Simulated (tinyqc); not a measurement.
# Scale length and length offset from two DIBL values

Question. DIBL = exp(-Le/(2 l)) + 2 exp(-Le/l) with Le = L - dL. Find l, dL and the drawn length for a DIBL of 100 mV/V.

DIBL at drawn lengths 35 and 51 nm (mV/V): [107.87648, 31.314411]

Answer. With e = exp(-Le/(2 l)), 2 e^2 + e = DIBL gives e and so Le/l at each length; Le/l is a straight line in L with slope 1/l.

l = 7.100 nm
dL = 1.000 nm
length for 100 mV/V = 35.94 nm

Computed by the program tinyqc: `OMP_NUM_THREADS=1 python tinyqc.py 2002197 2002198 out.jsonl`, one thread of a shared Intel Xeon 2.30GHz, about 0.01 s for the whole run.
